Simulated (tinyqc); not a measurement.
From one set of inputs to another, one input at a time: equilibrium crystal shape, supported particles, Gibbs-Thomson effect and coarsening. Computed by tinyqc, a small Python program. Command: `OMP_NUM_THREADS=1 python tinyqc.py 3007645 3007646 out.jsonl wulff ladder`. One thread of a shared host (Intel(R) Xeon(R) Processor @ 2.30GHz), about 0.1 s of CPU time with the checks.

A cubic crystal bounded by {100}, {110} and {111} facets only.

The inputs printed are set A. Inputs not listed in the table keep their values of set A, so the rows need not describe a real material.

Inputs (values chosen for the exercise, modelled on silicon):

| quantity | value | unit |
|---|---|---|
| atomic volume Omega | 20.02 | angstrom^3 |
| atoms in the particle N | 3200 | - |
| temperature T | 600 | K |
| precipitate interface energy gamma_i | 0.31 | J/m^2 |
| solubility x_inf at a flat interface | 1.4e-05 | - |
| diffusivity D | 1.4e-18 | m^2/s |
| mean radius at the start r0 | 3.5 | nm |
| time t | 96 | s |

Surface energies: given.

surface energies gamma(100), gamma(110), gamma(111) (J/m^2): 1.24  1.34  1.14

Constants: e = 1.602176634e-19 C; k_B = 1.380649e-23 J/K.

Method:
- The energies and Omega are given.
- Wulff construction: the facet planes lie at distances lambda gamma from the centre, and the shape is the region inside all of them; V = (1/3) sum of area x distance. gamma_mean = sum A gamma / sum A; shape factor eta = A/V^(2/3) (4.836 for a sphere). lambda follows from V = N Omega.
- Spherical precipitates of nearly pure solute with atomic volume Omega: x(r) = x_inf exp(l/r), l = 2 gamma_i Omega/(k_B T). Diffusion-limited coarsening at small volume fraction (Lifshitz-Slyozov-Wagner): r^3 = r0^3 + K t, K = (4/9) D x_inf l; the number density falls as (r0/r)^3. The steady size distribution is assumed from the start, and D and x_inf are inputs that do not follow T.

Each row keeps all changes above it:

| input moved | from | to | gamma_mean (J/m^2) | mean radius at t (nm) | capillary length l (nm) |
|---|---|---|---|---|---|
| set A | - | - | 1.1833 | 3.5000 | 1.4984 |
| precipitate interface energy gamma_i (J/m^2) | 0.31 | 0.32 | 1.1833 | 3.5000 | 1.5467 |
| time t (s) | 96 | 1100 | 1.1833 | 3.5004 | 1.5467 |
| mean radius at the start r0 (nm) | 3.5 | 7.6 | 1.1833 | 7.6001 | 1.5467 |
| atoms in the particle N | 3200 | 13000 | 1.1833 | 7.6001 | 1.5467 |
| solubility x_inf at a flat interface | 1.4e-05 | 1.2e-05 | 1.1833 | 7.6001 | 1.5467 |
| diffusivity D (m^2/s) | 1.4e-18 | 5.9e-20 | 1.1833 | 7.6000 | 1.5467 |
| temperature T (K) | 600 | 1000 | 1.1833 | 7.6000 | 0.9280 |

Where does the difference come from?

Mean radius at t goes from 3.50 to 7.60, a factor 2.17 in all. The largest single move comes from mean radius at the start r0 (a factor 2.17). Capillary length l goes from 1.50 to 0.928, a factor 0.619 in all. The largest single move comes from temperature T (a factor 0.600). The single moves hold for this order of the switches; the total does not depend on the order.

Caution (rows set A, precipitate interface energy gamma_i, time t, mean radius at the start r0): below a few thousand atoms edges and corners add to the energy and facets hold few atoms. Caution (rows set A, precipitate interface energy gamma_i, time t): l is not small against r0, so the linearised Gibbs-Thomson law behind the coarsening rate is rough.

Extremes, crossings and ranges named in words are read from the listed rows.
